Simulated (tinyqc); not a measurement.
Inside a calculation. Model: threshold-voltage variability of a planar MOSFET, analytic estimates.

Numbers from tinyqc (`OMP_NUM_THREADS=1 python tinyqc.py 2090031 2090032 out.jsonl`; about 0.01 s on one thread of a shared Intel Xeon 2.30GHz). Printed values are rounded.

Three independent sources add in quadrature: random dopants in the depleted layer, metal-gate grains of two orientations, and roughness of the two gate edges acting through the roll-off VT = VT(long) - Vr exp(-L/l). These are first-order estimates: no three-dimensional electrostatics, no percolation.

Parameters, values chosen for the exercise; material values close to those of silicon:
```
symbol     value   unit                                                 meaning
T            300      K                                             temperature
Eg          1.11     eV                                                band gap
eps_r       11.6                     relative permittivity of the semiconductor
Nc       2.78e19  cm^-3                  conduction-band density of states at T
Nv        2.7e19  cm^-3                     valence-band density of states at T
Na        2.7e18  cm^-3                                          channel doping
ti           2.5     nm                 oxide-equivalent thickness in inversion
L             32     nm                                             gate length
W            120     nm                                              gate width
G             15     nm                                        metal grain size
dW           0.1     eV  work-function difference of the two grain orientations
p            0.4               share of the orientation of higher work function
De           0.8     nm                          rms roughness of one gate edge
La            10     nm                     correlation length of the roughness
l            5.5     nm                  decay length of the threshold roll-off
Vr           1.6      V                               prefactor of the roll-off
n           1.44                                            subthreshold factor
gI            10    1/V                                  gm/I of a matched pair
sb           1.5      %                 spread of the gain factor of one device
Nb      33554432                                                number of cells
Y           0.57                                                   wanted yield
```

Constants: q = 1.602176634e-19 C, kB = 1.380649e-23 J/K, Vt = kB T/q, eps0 = 8.8541878128e-14 F/cm where lengths are in cm. Results are converted to the units shown.

Range of the model: gI s exceeds 0.2, so the linear formula for the current mismatch is only a rough guide.

## Random dopants

ni = sqrt(Nc Nv) exp(-Eg/(2 Vt)), Eg in volts; Cox = 3.9 eps0/ti; Wd = sqrt(4 eps0 eps_r Vt ln(Na/ni)/(q Na)); dopants: s1 = (q/Cox) sqrt(Na Wd/(3 L W)). The slope A1 = s1 sqrt(L W); mean number of dopants Na L W Wd.

Cox = 1.38125 uF/cm^2
Wd = 21.6841 nm
mean number of dopants = 224.821
A1 = 1.62042 mV um
s1 = 26.1495 mV

Counting alone, 1/sqrt(N) of the depletion voltage q Na Wd/Cox = 679 mV, would give sqrt(3) times more: dopants deep in the layer act less on the surface.

## Metal grains and edge roughness

Grains: Ng = L W/G^2 (at least 1), s2 = dW sqrt(p (1 - p)/Ng). Edges, with exponential correlation and u = W/La: the mean gate length has sL^2 = 2 De^2 (2/u)[1 - (1 - exp(-u))/u]; s3 = sL (Vr/l) exp(-L/l).

Ng = 17.0667
s2 = 11.8585 mV
sL = 0.442217 nm
dVT/dL = 0.864874 mV/nm
s3 = 0.382462 mV

## Total spread, mismatch and leakage

s = sqrt(s1^2 + s2^2 + s3^2). For a pair: s(dVT) = sqrt(2) s; current mismatch sqrt(2) sqrt((gI s)^2 + sb^2); input offset = current mismatch/gI. For a Gaussian VT the off current is log-normal with mean/median = exp(s^2/(2 (n Vt)^2)).

s = 28.7153 mV
s(dVT) = 40.6095 mV
current mismatch = 40.6649 %
input offset = 40.6649 mV
mean/median of Ioff = 1.34648

The dopants give 82.9 % of the variance; without them s would be 11.9 mV. A current mismatch this large is beyond the linear estimate.

## Iteration 1: margin in standard deviations for the wanted yield

k at the start = 2

Cells fail independently with probability Q(k) = erfc(k/sqrt(2))/2 when the margin is k standard deviations, and Y = exp(-Nb Q(k)). phi = exp(-k^2/2)/sqrt(2 pi). Newton steps on ln Q(k) = ln(-ln(Y)/Nb): k(new) = k + [ln Q - ln(-ln(Y)/Nb)] Q/phi.

Q(k) = 0.0227501
phi = 0.0539910
k after iteration 1 = 7.95038

## Iteration 2: margin in standard deviations for the wanted yield

As before.

Q(k) = 9.29693e-16
phi = 7.50491e-15
k after iteration 2 = 5.88076

## Course of the iteration: margin in standard deviations for the wanted yield

Stop when k changes by less than 1e-9, or after 30 iterations.

Course of the iteration:
```
iteration        k  |change|
1          7.95038      5.95
2          5.88076      2.07
3          5.53243     0.348
4          5.52207    0.0104
5          5.52206   9.17e-6
6          5.52206  7.19e-12
```

Converged in 6 iterations. At the end the number of correct digits about doubles with each step. With s(dVT) = 40.6 mV, 5.52 standard deviations are 224 mV.
